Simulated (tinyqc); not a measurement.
Plane-wave Kohn-Sham cycle with exchange-only LDA in a layered model solid, step by step. Computed by tinyqc, a small Python program that keeps every step. Settings: points = 16, plane-wave index or count = 2, electrons = 2, k points = 1, area = 36.0, mixing = 0.1, iteration cap = 54. Command: `OMP_NUM_THREADS=1 python tinyqc.py 20182 20183 out.jsonl` (the two numbers bound the seeds that draw the settings). One thread of a shared host (Intel(R) Xeon(R) Processor @ 2.60GHz), about 0.01 s of CPU time with the checks.

A solid whose potential varies along x alone (atomic units):
```
parameter                      value
period a                    9.800000
cross-section of the cell  36.000000
electrons per cell                 2
grid points                       16
plane waves -n..n, n               2
k points                           1
V1 in V1 cos(2 pi x/a)     -0.670000
V2 in V2 cos(4 pi x/a)      0.080000
```

Stop when sqrt(dV sum R^2) is below 1e-8, dV = a A/N.

Course of the cycle:
```
iteration  E (hartree)  norm of the residual
1          -1.04246329              1.29e-01
2          -1.01677790              1.15e-01
3          -0.99559706              1.03e-01
4          -0.97839223              9.19e-02
5          -0.96454983              8.20e-02
6          -0.95348806              7.31e-02
7          -0.94469475              6.52e-02
8          -0.93773521              5.81e-02
9          -0.93224813              5.18e-02
10         -0.92793722              4.61e-02
11         -0.92456180              4.11e-02
...                ...                   ...
44         -0.91337825              9.53e-04
45         -0.91338061              8.53e-04
46         -0.91338266              7.64e-04
47         -0.91338443              6.84e-04
48         -0.91338596              6.13e-04
49         -0.91338728              5.50e-04
50         -0.91338840              4.93e-04
51         -0.91338935              4.42e-04
52         -0.91339016              3.96e-04
53         -0.91339085              3.56e-04
54         -0.91339142              3.19e-04
```

Can the last value be used, and what does the course show?

Not by the stop rule, although the second column moves by less than 1e-05 over the last three steps. Not converged within 54 iterations: the residual falls steadily but slowly, by a factor of about 0.90 a step. Reruns (cap 100 unless said): mixing 0.5, Kerker q0 1.0: converged in 100 (E = -0.91339); mixing 0.3, Pulay depth 5: converged in 9 (E = -0.91339); the original settings with a cap of 400: converged in 156 (E = -0.91339).
